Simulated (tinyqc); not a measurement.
## True capacitance, leakage and series resistance from two frequencies

Problem. A capacitance C in parallel with G and in series with Rs is measured as Cp and D = Gp/(w Cp) at two frequencies. The series reading Cs = Cp (1 + D^2) equals C + G^2/(w^2 C), and Re Z = D/(w Cp (1 + D^2)) = Rs + G/(G^2 + w^2 C^2). Find C, G and Rs.

f (Hz): [10000, 30000]
Cp (pF): [0.872003253, 0.872003253]
D: [0.0483142727, 0.0161076797]

Answer. w^2 Cs = w^2 C + G^2/C is a straight line in w^2 with slope C; the intercept gives G, and the real part then gives Rs.

C = 0.872 pF
G = 0.00265 uS
Rs = 20.0 ohm

Computed by the program tinyqc: `OMP_NUM_THREADS=1 python tinyqc.py 2022078 2022079 out.jsonl`, one thread of a shared Intel Xeon 2.30GHz, about 0.01 s for the whole run.
